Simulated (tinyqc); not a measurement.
Choice of the surrounding dielectric: dielectric confinement in a thin film (image charges).

A film |z| < t/2 of dielectric constant eps between half-spaces of dielectric constant e2; lam = (eps - e2)/(eps + e2), q = e^2/(4 pi eps0). The self-energy of a band edge is taken with the high-frequency value, e2 = eh, and the field of a fixed ion with the static one, e2 = eo. A charge at z has images lam^|n| at n t + (-1)^n z. Its self-energy is S(z) = (q/2 eps) sum over n >= 1 of lam^n [1/(n t - 2z) + 1/(n t + 2z)] for odd n and 2 lam^n/(n t) for even n; at the centre S(0) = -(q/(eps t)) ln(1 - lam).

Donor at the centre, lam from the static eo, trial function cos(pi z/t) exp(-rho/l): E(l) = c/(m l^2) - (q/eps) times the integral over k of F(k t) (1 + (k l/2)^2)^(-3/2), with F(x) = F0 + 2 lam exp(-x) G/(1 - lam exp(-x)), F0 = 2[(1 - exp(-x/2))/x + x (1 + exp(-x/2))/(x^2 + 4 pi^2)], G = 2 sinh(x/2)[1/x - x/(x^2 + 4 pi^2)]; c = hbar^2/2m0. The binding energy is -E at the minimum, counted from the subband edge with its self-energy.

Constants: e^2/(4 pi eps0) = 14.39964547 eV angstrom; hbar^2/2m0 = 3.80998211 eV angstrom^2; Ry = 13.60569312 eV.

Values chosen for the exercise (out of a larger set: near those of a Si (100) film, two-fold valleys, between layers of HfO2; not measured data): t = 52 angstrom (film thickness); eps = 11.7 (dielectric constant of the film); m = 0.195 m0 (mass in the plane).

The same film between different dielectrics; in this table one value e2 serves for both eo and eh.

Results:

| case | lam | <S> (meV) | binding (meV) | l (angstrom) |
|---|---|---|---|---|
| e2 = 1 | 0.843 | 48.2 | 119.7 | 26.2 |
| e2 = 2.5 | 0.648 | 28.1 | 83.0 | 26.9 |
| e2 = 3.9 | 0.500 | 19.0 | 67.3 | 27.5 |
| e2 = 7.5 | 0.219 | 7.0 | 47.9 | 28.5 |
| e2 = 16 | -0.155 | -4.2 | 31.5 | 30.1 |
| e2 = 25 | -0.362 | -9.2 | 24.8 | 31.0 |
| e2 = 80 | -0.745 | -17.1 | 15.2 | 33.0 |

The binding spans a factor 7.9, from 120 meV in vacuum to 15.2 meV for e2 = 80; going from 3.9 to 25 changes it by -42.5 meV and the band edge by -28.2 meV, so the binding responds 1.51 times as much as the edge (for an orbit much smaller than t the binding would change by twice the change of S(0), -47.4 meV; here l/t = 0.53 for e2 = 3.9).

Computed by tinyqc, a small Python program: `OMP_NUM_THREADS=1 python tinyqc.py 1280614 1280615 out.jsonl` (the numbers bound the seed that draws the inputs); one thread of a shared host (Intel(R) Xeon(R) Processor @ 2.30GHz), about 0.03 s for the whole set of steps.
